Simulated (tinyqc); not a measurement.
Inside a calculation: effective mass of the light-hole band from tabulated energies. Values are carried at full precision from step to step, so a last printed digit may differ when a step is redone from the rounded ones.

c = hbar^2/2m0.
Constants: hbar^2/2m0 = 3.80998211 eV angstrom^2; kB = 8.617333262e-05 eV/K.

Parameters, chosen for this exercise (out of a larger set: band of an eight-band Kane model near GaAs; not measured data): T = 77 K (temperature).

## Finite differences

Energies along [100], from the band edge downward:

| k (1/angstrom) | E (meV) |
|---|---|
| 0.00000 | 0.0000 |
| 0.00400 | 0.6736 |
| 0.00800 | 2.6865 |
| 0.01200 | 6.0158 |
| 0.01600 | 10.6238 |
| 0.02000 | 16.4589 |
| 0.02400 | 23.4571 |
| 0.02800 | 31.5434 |
| 0.03200 | 40.6336 |

reference mass (curvature of the model at k = 0.0001 1/angstrom) = 0.09042 m0

The band is even in k. m = c k^2/E(k) from the points 1, 2, 4 (k = 0 is point 0); Richardson from points 1 and 2: c/m = [16 E(k1) - E(k2)]/(12 k1^2).

m from points 1, 2, 4 (m0): 0.09050  0.09076  0.09181

m by Richardson = 0.09041 m0

Errors against the reference: +0.09, +0.39 and +1.54 % and -0.01 %. The extrapolation removes the k^4 term.

## Least squares over all points

Fit E = a k^2 (a = sum k^2 E/sum k^4), then E = a k^2 + b k^4 from the normal equations; E in eV; m = c/a.

sums of k^4, k^6, k^8: 2.2456e-06  1.8308e-09  1.6177e-12

sums of k^2 E, k^4 E: 9.0202e-05  7.3244e-08

a, one term = 40.168 eV angstrom^2

a and b, two terms: 42.08  -2350

m, one and two terms (m0): 0.09485  0.09053

The parabola over all points errs by +4.9 % because the weights k^4 favour the outer points; the second term brings the error to +0.1 %.

## The non-parabolic form

E (1 + alpha E) = c k^2/m means that y = c k^2/E is a straight line in E with intercept m and slope m alpha. Fit the line by unweighted least squares over points 1 to 8, E in eV.

y (m0): 0.09050  0.09076  0.09120  0.09181  0.09259  0.09356  0.09470  0.09601

m = 0.09037 m0
alpha = 1.523 1/eV

The intercept errs by -0.05 %. For this band the scale of alpha is set by Dso = 0.343 eV as well as by the gap.

## Which mass for which use

From the fitted m and alpha: momentum mass at energy E, m (1 + 2 alpha E); curvature mass m (1 + 2 alpha E)^3; thermal factors to first order in alpha kT: density of states Nc (1 + 15 alpha kT/4), conductivity mass m (1 + 5 alpha kT). Take E = 3 kT/2.

alpha kT = 0.0101
momentum mass = 0.09311 m0
curvature mass = 0.09884 m0
factor on Nc = 1.0379
thermal conductivity mass = 0.09493 m0

alpha kT is small, so first order serves. For a warped valence band one direction does not stand for the whole band.

## Checks

- Two-term fit by normal equations against a least-squares routine: both 42.0835.

Program tinyqc; command `OMP_NUM_THREADS=1 python tinyqc.py 1851058 1851059 out.jsonl`; about 0.01 s on one thread of a shared Intel(R) Xeon(R) Processor @ 2.30GHz.
